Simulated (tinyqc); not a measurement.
Inside a calculation. Model: X-ray reflectivity of a thin film on silicon: critical angles, Parratt recursion, fringes and roughness. Computed by tinyqc, a small Python program that keeps every step. Command: `OMP_NUM_THREADS=1 python tinyqc.py 3120993 3120994 out.jsonl xrr walk`. One thread of a shared host (Intel(R) Xeon(R) Processor @ 2.30GHz), about 0.01 s of CPU time with the checks. Intermediate numbers are printed to about 5 digits and carried at full precision; extremes and crossings named in words are read from the listed rows.

n = 1 - delta + i beta; the classical electron radius is r_e = 2.8179403e-6 nm. Layer 0 is vacuum, 1 the film, 2 the substrate.

Inputs (values chosen for the exercise, modelled on Si3N4 on silicon, copper K-alpha radiation): wavelength lambda = 0.15406 nm; film density rho = 2.95 g/cm^3; effective electrons per unit mass, film = 0.495 mol/g; beta/delta, film = 0.019; film thickness d = 73.6 nm; roughness of the surface sigma_1 = 0.12 nm; roughness of the interface sigma_2 = 0.5 nm; substrate density = 2.33 g/cm^3; effective electrons per unit mass, substrate = 0.507 mol/g; beta/delta, substrate = 0.023; grazing angle theta = 1.66 degrees.

Constants: N_A = 6.02214076e+23 1/mol.

## Optical constants

delta = r_e lambda^2 rho_e/(2 pi), rho_e = density x electrons per mass x N_A; critical angle sqrt(2 delta), q_c = 4 sqrt(pi r_e rho_e).

Constants:
```
layer      rho_e (1/nm^3)       delta        beta  critical angle (degrees)  q_c (1/nm)
film               879.38  9.3607e-06  1.7785e-07                   0.24791     0.35293
substrate          711.40  7.5726e-06  1.7417e-07                   0.22298     0.31744
```

The film is denser in electrons than the substrate, and thick enough to set the edge of total reflection.

## Critical angle of the film

The formulas are those given above.

critical angle of the film = 0.24791 degrees

## Reflectivity at one angle

k_j = (2 pi/lambda) sqrt(sin^2 theta - 2 delta_j + 2 i beta_j); r_ij = (k_i - k_j)/(k_i + k_j) x exp(-2 k_i k_j sigma^2) (Nevot-Croce); r = (r_01 + r_12 p)/(1 + r_01 r_12 p), p = exp(2 i k_1 d); R = |r|^2.

k_0, k_1, k_2 (1/nm): [1.1814, 1.1682+0.0003i, 1.1707+0.0002i]

1000 r_01 = 5.4207-0.1042i

1000 r_12 = -0.54876+0.00153i

p = -0.65069+0.71046i

reflectivity R = 3.3615e-05

q = 4 pi sin(theta)/lambda = 2.3629 1/nm

## Fringe period, contrast and decay

Far above the critical angle the period is d theta = lambda/(2 d), or 2 pi/d in q; the envelope runs between (|r_01| - |r_12 p|)^2 and (|r_01| + |r_12 p|)^2; contrast = 2 a b/(a^2 + b^2) with a = |r_01|, b = |r_12 p|; roughness factors on the amplitudes are about exp(-q^2 sigma^2/2).

period in theta = 0.059966 degrees

period in q = 0.085369 1/nm

contrast = 0.19319

roughness factor, surface = 0.96060

roughness factor, interface = 0.49762

## Thickness from the minima

Minima of R theta^4 are located on 6001 points over 7.5 periods, from 1.15 times the larger critical angle. With refraction, sin^2(theta_m) = 2 delta + m^2 (lambda/(2 d))^2, m integer or half-integer; the first six minima are used, and the first order is the one that minimises the largest residual of the least-squares line plus the distance of its intercept from 2 delta. Without refraction, d = lambda/(2 x mean step of sin theta).

Minima:
```
order m  theta (degrees)  sin^2 theta
3                0.30668   2.8650e-05
4                0.34521   3.6301e-05
5                0.38921   4.6144e-05
6                0.43703   5.8180e-05
7                0.48756   7.2409e-05
8                0.54003   8.8832e-05
```

d with refraction = 73.638 nm

d without refraction = 94.574 nm

Against d = 73.6 nm the errors are +0.05 % with and +28.50 % without refraction. The orders are integers, as r_01 and r_12 have opposite signs for a film denser than the substrate.

## Which roughness does what

R is averaged over one period above each angle (64 points); contrast = (max - min)/(max + min) of R theta^4 over that period. Cases: smooth; only sigma_1; only sigma_2; both.

Mean R and contrast:
```
theta (degrees)    R smooth  contrast  R, sigma_1  contrast, sigma_1  R, sigma_2  contrast, sigma_2     R, both  contrast, both
0.8              5.6311e-04   0.35213  5.5272e-04            0.35472  5.5825e-04            0.30211  5.4787e-04         0.30428
1.2              1.1178e-04   0.35602  1.0721e-04            0.36243  1.0975e-04            0.24898  1.0519e-04         0.25332
1.8              2.2101e-05   0.35931  2.0123e-05            0.37445  2.1553e-05            0.16028  1.9574e-05         0.16658
2.5              6.0543e-06   0.36131  5.0646e-06            0.39534  5.8473e-06            0.07625  4.8583e-06         0.08576
3.5              1.5932e-06   0.36331  1.1268e-06            0.43186  1.5343e-06            0.01621  1.0683e-06         0.02262
```

At 2.5 degrees sigma_1 alone multiplies the mean R by 0.84 and sigma_2 alone by 0.97; the contrast goes from 0.36 (smooth) to 0.40 and 0.08.

Checks made by the program: smooth bare substrate far above q_c against (q_c/2q)^4 (relative difference 1e-03).
